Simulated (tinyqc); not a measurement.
Hexagonal on-chip spiral inductor, lumped pi model: one step of the calculation.

Outer diameter do = di + 2 n wd + 2 (n - 1) sp, mean da = (do + di)/2, fill p = (do - di)/(do + di), length l = 3.464 n da. L = 2.33 mu0 n^2 da/(1 + 3.82 p), mu0 = 4 pi 1e-7 H/m. Rs = rho l/(wd delta (1 - exp(-th/delta))), delta = sqrt(rho/(pi f mu0)). Cs = n wd^2 eps0 eo/hu across the coil. At each end Cox = l wd eps0 eo/(2 ho) leads to the substrate branch Rsi = 2 rs he/(l wd) in parallel with Csi = l wd eps0 11.7/(2 he). With one end grounded Y = 1/(Rs + i w L) + i w Cs + 1/[1/(i w Cox) + 1/(1/Rsi + i w Csi)], w = 2 pi f; Q = -Im Y/Re Y. Eddy currents in neighbouring turns and in the substrate are left out.

Task. Geometry and model elements. do, l, L, delta, Rs, Cs, Cox, Rsi and Csi as defined.

Inputs (values chosen for the exercise); values of the order met in silicon radio-frequency processes:
```
symbol,value,unit,meaning
n,6.5,,number of turns
wd,4,um,line width
sp,3,um,space between turns
di,140,um,inner diameter
th,2,um,metal thickness
rho,2.2,uohm cm,metal resistivity
ho,4.4,um,oxide below the coil
hu,1.5,um,oxide between coil and underpass
eo,4.1,,relative permittivity of the oxide
rs,20,ohm cm,substrate resistivity
he,80,um,effective spreading depth in the substrate
f,5.7,GHz,frequency
```

Constants: eps0 = 8.8541878128e-12 F/m. Results are converted to the units shown.

Wanted: do; l; L; delta; Rs; Cs; Cox; Rsi; Csi.

Result.

do = 225.0 um
l = 4109 um
L = 11.95 nH
delta = 0.9888 um
Rs = 26.34 ohm
Cs = 2.517 fF
Cox = 67.81 fF
Rsi = 1947 ohm
Csi = 10.64 fF

Numbers from tinyqc (`OMP_NUM_THREADS=1 python tinyqc.py 2302137 2302138 out.jsonl`; about 0.01 s on one thread of a shared Intel Xeon 2.30GHz).
